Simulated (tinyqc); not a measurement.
Double-gate transistor below threshold, two-dimensional Poisson equation on a small mesh: two steps of the calculation.

Half of a symmetric double-gate structure: row 0 is the mid-plane of the body, where the normal field vanishes. Mobile charge is neglected (subthreshold), the body is fully depleted, and potentials are counted from the intrinsic level; rows run upward to the gate, columns from source to drain.

Parameters, values chosen for the exercise:
```
symbol,value,unit,meaning
T,350,K,temperature
Vbi,0.46,V,potential of the source
```

Constants: q = 1.602176634e-19 C, kB = 1.380649e-23 J/K, Vt = kB T/q. Results are converted to the units shown.

Task 1. Over-relaxation sweep (omega = 1.4). Free nodes: rows 0..3, columns 1..4, taken row by row from row 0, left to right. t = (up psi(above) + dn psi(below) + lat [psi(left) + psi(right)] + s)/(up + dn + 2 lat), with the newest neighbours; psi(new) = psi + 1.4 (t - psi).

psi at the start (fixed values on the edges, free nodes linear between source and drain columns) (V):
```
	j=0	j=1	j=2	j=3	j=4	j=5
row 0	0.4600000	0.6000000	0.7400000	0.8800000	1.0200000	1.1600000
row 1	0.4600000	0.6000000	0.7400000	0.8800000	1.0200000	1.1600000
row 2	0.4600000	0.6000000	0.7400000	0.8800000	1.0200000	1.1600000
row 3	0.2400000	0.3100000	0.3800000	0.4500000	0.5200000	0.5900000
row 4	0.0200000	0.0200000	0.0200000	0.0200000	0.0200000	0.0200000
```

```
row	up	dn	lat	s (V)
0	24.4	0	1.952	0
1	24.4	24.4	3.904	0
2	33.333333	24.4	9.212	0
3	33.333333	33.333333	14.52	0
```

Wanted: psi after iteration 1.

Result 1.

psi after iteration 1 (V):
```
	j=0	j=1	j=2	j=3	j=4	j=5
row 0	0.4600	0.6000	0.7400	0.8800	1.0200	1.1600
row 1	0.4600	0.6000	0.7400	0.8800	1.0200	1.1600
row 2	0.4600	0.4223	0.4893	0.5741	0.6618	1.1600
row 3	0.2400	0.2234	0.2394	0.2710	0.3073	0.5900
row 4	0.0200	0.0200	0.0200	0.0200	0.0200	0.0200
```

Task 2. Barrier, swing and barrier lowering. The barrier is read along row 0, the path farthest from the gate. Take the node j of lowest psi: barrier Vbi - psi_j; swing Vt ln 10/(d psi_j/dVg); DIBL = (d psi_j/dVd)/(d psi_j/dVg). The derivatives solve the same equations with s = 0 and a unit change of that voltage.

converged psi (V):
```
	j=0	j=1	j=2	j=3	j=4	j=5
row 0	0.4600000	0.2614289	0.2055210	0.2889089	0.5694987	1.1600000
row 1	0.4600000	0.2500159	0.1943773	0.2731327	0.5447058	1.1600000
row 2	0.4600000	0.2139075	0.1617306	0.2265058	0.4649175	1.1600000
row 3	0.2400000	0.1338857	0.1055123	0.1443886	0.2803069	0.5900000
row 4	0.0200000	0.0200000	0.0200000	0.0200000	0.0200000	0.0200000
```

d psi/dVg on row 0: j=0 0.00000000, j=1 0.49941291, j=2 0.71238619, j=3 0.71238619, j=4 0.49941291, j=5 0.00000000
d psi/dVd on row 0: j=0 0.0000000, j=1 0.0302437, j=2 0.0842441, j=3 0.2033697, j=4 0.4703434, j=5 1.0000000

Find: j; barrier; swing; DIBL.

Result 2.

j = 2
barrier = 0.2545 V
swing = 97.49 mV/decade
DIBL = 118.3 mV/V

Program tinyqc, `OMP_NUM_THREADS=1 python tinyqc.py 2480047 2480048 out.jsonl`; Intel Xeon 2.30GHz, shared host, one thread, about 0.09 s.
